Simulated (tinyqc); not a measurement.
## Junction parameters from two forward currents

Problem. D(v) = J1 (exp(v/Vt) - 1) + J2 (exp(v/(2 Vt)) - 1). Find J1, J2 and the voltage 2 Vt ln(J2/J1) near which both parts are equal.

Values chosen for this exercise:

| symbol | value | unit | meaning |
|---|---|---|---|
| T | 358 | K | temperature |

Constants: q = 1.602176634e-19 C, kB = 1.380649e-23 J/K, Vt = kB T/q. Results are converted to the units shown.

junction voltages (V): [0.31, 0.7]
currents (uA/um): [4.0263445e-7, 0.035911387]

Answer. The current is linear in J1 and J2, so two points give two equations.

J1 = 5.00e-12 uA/um
J2 = 1.90e-9 uA/um
crossover = 0.367 V

Numbers from tinyqc (`OMP_NUM_THREADS=1 python tinyqc.py 2182010 2182011 out.jsonl`; about 0.2 s on one thread of a shared Intel Xeon 2.30GHz).
